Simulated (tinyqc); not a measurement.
## Composition from the perpendicular lattice constant

Problem. The layer is x parts of the first compound and 1 - x of the second, grown coherently on the third as substrate and barrier. Rows of the table: lattice constant a, average valence level Ea on an absolute scale, spin-orbit splitting so, gaps at Gamma, X and L, hydrostatic deformation potentials av and ac (Gamma), shear potential b, elastic constants, electron and heavy-hole (along z) masses. All are interpolated linearly in x; gaps get -C x (1 - x), taken wholly in the conduction band; real line-ups can differ from this model by 0.1 eV or more. In-plane strain e = (a_substrate - a)/a, e_z = -2 (c12/c11) e, volume change 2 e + e_z. X-ray diffraction gives a_z = a (1 + e_z) of the coherent layer. Find x, e and the relaxed Gamma gap.

Parameters, values chosen for the exercise:
- CG = 1.43 eV (bowing of the Gamma gap)
- CX = 1.2 eV (bowing of the X gap)
- CL = 1.2 eV (bowing of the L gap)

Binary compounds, values chosen for the exercise:
```
,close to GaSb,close to GaAs,close to InP
a (angstrom),6.096,5.653,5.869
Ea (eV),-6.25,-6.92,-7.04
so (eV),0.756,0.335,0.11
EG (eV),0.721,1.41,1.36
EX (eV),1.04,1.89,2.18
EL (eV),0.821,1.71,1.92
av (eV),0.799,1.17,1.28
ac (eV),-6.81,-7.25,-5.05
b (eV),-1.99,-1.69,-1.69
c11 (GPa),88.6,117,100
c12 (GPa),39.7,54.2,55.5
me (m0),0.039,0.0673,0.0805
mh (m0),0.246,0.355,0.53
```

lattice constant along the growth direction = 5.90493633 angstrom

Answer. a_z changes steadily with x, about (1 + 2 c12/c11) times as fast as the relaxed lattice constant, so one composition matches.

x = 0.5300
e = -0.3191 %
relaxed Gamma gap = 0.6886 eV

Numbers from tinyqc (`OMP_NUM_THREADS=1 python tinyqc.py 2690042 2690043 out.jsonl`; about 0.01 s on one thread of a shared Intel Xeon 2.30GHz).
